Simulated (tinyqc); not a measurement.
Sheet resistance and Hall data of a diffused or implanted layer: one step, computed by the program tinyqc.

Carriers are taken equal to the net active doping down to the junction (full ionisation, which deep dopants in wide-gap hosts do not reach; no spill-over, no depletion), and the Hall factor is 1.

Task: Profile. N(x) = N_0 erfc(x/l), dose N_0 l/sqrt(pi), junction x_j = l erfc^-1(N_B/N_0). Mobility mu = mu_min + (mu_max - mu_min)/(1 + (N_t/N_ref)^alpha), N_t = active doping + N_B; carriers n = active doping - N_B, all dopants active. sigma = e n mu.

Inputs (values chosen for the exercise, modelled on nitrogen in 4H-SiC):

| quantity | value | unit |
|---|---|---|
| mu_min | 41.5 | cm^2/(V s) |
| mu_max | 971 | cm^2/(V s) |
| N_ref | 2e+17 | 1/cm^3 |
| exponent alpha | 0.63 | - |
| peak concentration N_0 | 1.2e+19 | 1/cm^3 |
| length scale l | 26 | nm |
| background doping N_B (opposite type) | 2e+14 | 1/cm^3 |

Profile: complementary error function. Activation: complete.

Constants: e = 1.602176634e-19 C.

Give: Depth, doping, carriers, mobility and conductivity at 2, 10, 20, 35, 50, 65, 80, 90 and 98 % of the layer.

Result:

Depth, doping, carriers, mobility and conductivity at 2, 10, 20, 35, 50, 65, 80, 90 and 98 % of the layer:

| x (nm) | N (1/cm^3) | n (1/cm^3) | mu (cm^2/(V s)) | sigma (S/cm) |
|---|---|---|---|---|
| 1.583 | 1.1177e+19 | 1.1176e+19 | 109.78 | 1.9659e+02 |
| 7.915 | 8.0016e+18 | 8.0014e+18 | 124.36 | 1.5942e+02 |
| 15.831 | 4.6703e+18 | 4.6701e+18 | 153.78 | 1.1506e+02 |
| 27.704 | 1.5820e+18 | 1.5818e+18 | 240.09 | 6.0849e+01 |
| 39.577 | 3.7610e+17 | 3.7590e+17 | 414.92 | 2.4989e+01 |
| 51.450 | 6.1604e+16 | 6.1404e+16 | 670.74 | 6.5987e+00 |
| 63.323 | 6.8695e+15 | 6.6695e+15 | 870.12 | 9.2978e-01 |
| 71.239 | 1.2801e+15 | 1.0801e+15 | 930.58 | 1.6104e-01 |
| 77.571 | 2.9405e+14 | 9.4055e+13 | 950.30 | 1.4320e-02 |

The mobility varies by a factor 8.7 across these points and the conductivity by 13700.
